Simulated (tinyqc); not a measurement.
Hueckel theory of the pi electrons with the omega technique, for the molecule Oc1ccccc[cH+]1 (SMILES; centres numbered as the heavy atoms are written), step by step. One step of it, computed by the program tinyqc.

Problem. Omega technique, round 2. h_r = h_r(0) + omega q_r, omega = 0.6, with q_r = z_r - P_rr; 0.5 of the old diagonal is kept.

Hueckel matrix in units of beta (H = alpha + beta A), lower triangle:
```
          1O        2C        3C        4C        5C        6C        7C        8C
1O  1.710000
2C  0.920000  0.000000
3C  0.000000  1.000000  0.000000
4C  0.000000  0.000000  1.000000  0.000000
5C  0.000000  0.000000  0.000000  1.000000  0.000000
6C  0.000000  0.000000  0.000000  0.000000  1.000000  0.000000
7C  0.000000  0.000000  0.000000  0.000000  0.000000  1.000000  0.000000
8C  0.000000  1.000000  0.000000  0.000000  0.000000  0.000000  1.000000  0.000000
```

charge and bond-order matrix P, lower triangle:
```
           1O         2C         3C         4C         5C        6C        7C        8C
1O   1.868712
2C   0.383576   0.819558
3C  -0.157970   0.585554   0.899580
4C  -0.116746   0.156878   0.676664   0.873452
5C   0.102567  -0.206570   0.123795   0.620713   0.882833
6C   0.102567  -0.206570  -0.263319   0.135555   0.666903  0.882833
7C  -0.116746   0.156878  -0.193113  -0.216610   0.135555  0.620713  0.873452
8C  -0.157970   0.585554   0.205572  -0.193113  -0.263319  0.123795  0.676664  0.899580
```

Centres:

| centre | z_r, pi electrons of the neutral centre | h |
|---|---|---|
| 1O | 2 | 1.710000 |
| 2C | 1 | 0.000000 |
| 3C | 1 | 0.000000 |
| 4C | 1 | 0.000000 |
| 5C | 1 | 0.000000 |
| 6C | 1 | 0.000000 |
| 7C | 1 | 0.000000 |
| 8C | 1 | 0.000000 |

Give: matrix after round 2.

Solution.

matrix after round 2, lower triangle:
```
       1O     2C     3C     4C     5C     6C     7C     8C
1O  1.769
2C  0.920  0.083
3C  0.000  1.000  0.044
4C  0.000  0.000  1.000  0.057
5C  0.000  0.000  0.000  1.000  0.053
6C  0.000  0.000  0.000  0.000  1.000  0.053
7C  0.000  0.000  0.000  0.000  0.000  1.000  0.057
8C  0.000  1.000  0.000  0.000  0.000  0.000  1.000  0.044
```
